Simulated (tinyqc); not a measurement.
# Planar metal-insulator-metal capacitor: capacitance, non-linearity, leakage and relaxation: capacitance, non-linearity and leakage against thickness

A film between two metal electrodes, each interface adding a series capacitance ci. The small-signal permittivity is ek (1 + aq E^2); the field is found with the linear permittivity. Leakage J = J0 sinh(E/Ef). After a voltage step the film passes a relaxation current kr C V tt^(-nr), tt being the time in seconds.

Planar film: Cf = eps0 ek/t, 1/C = 1/Cf + 2/ci, EOT = 3.9 eps0/C, effective permittivity C t/eps0, E = (V/t) C/Cf; quadratic coefficient [C(V)/C - 1]/V^2 with Cf (1 + aq E^2) in C(V).

Parameters, values chosen for the exercise; permittivity of the order of that of hafnium oxide: relative permittivity of the film ek = 21.8; capacitance of each electrode interface (dead layer and screening) ci = 1000 uF/cm^2; quadratic field coefficient of the permittivity aq = 0.0074 cm^2/MV^2; bias V = 1.2 V; leakage prefactor J0 = 1.1e-11 A/cm^2; field for an e-fold rise of the leakage Ef = 0.21 MV/cm.

Constants: eps0 = 8.8541878128e-14 F/cm where lengths are in cm. Results are converted to the units shown.

Results:
```
t (nm),C (uF/cm^2),EOT (nm),effective permittivity,E (MV/cm),quadratic coefficient (ppm/V^2),J (A/cm^2)
2.5,7.603,0.4542,21.47,4.727,1.128e5,0.03282
5.5,3.485,0.9909,21.65,2.167,2.395e4,1.664e-7
8.2,2.343,1.474,21.70,1.457,1.085e4,5.657e-9
12,1.603,2.154,21.73,0.9968,5089,6.335e-10
18,1.070,3.227,21.75,0.6652,2269,1.304e-10
27,0.7139,4.837,21.77,0.4438,1011,4.485e-11
40,0.4821,7.163,21.78,0.2997,461.2,2.160e-11
60,0.3215,10.74,21.79,0.1999,205.2,1.212e-11
```

Estimate the missing row, t = 3.7 nm.

Computed row:
```
t (nm),C (uF/cm^2),EOT (nm),effective permittivity,E (MV/cm),quadratic coefficient (ppm/V^2),J (A/cm^2)
3.7,5.163,0.6688,21.57,3.210,5.236e4,2.390e-5
```

With this row back in the table: C falls from 7.60 to 0.321 uF/cm^2 while the effective permittivity goes from 21.5 to 21.8 (ek = 21.8). EOT is a straight line in t with slope 3.9/ek = 0.179 and intercept 0.00691 nm. The quadratic coefficient goes as t^(-1.96) between the first two rows and t^(-2.00) between the last two (-2 without interfaces), and J falls by 9.43 decades. For t = 2.5, 3.7 direct tunnelling, left out, would add to the leakage.

Program tinyqc, `OMP_NUM_THREADS=1 python tinyqc.py 2102080 2102081 out.jsonl`; Intel Xeon 2.30GHz, shared host, one thread, about 0.01 s.
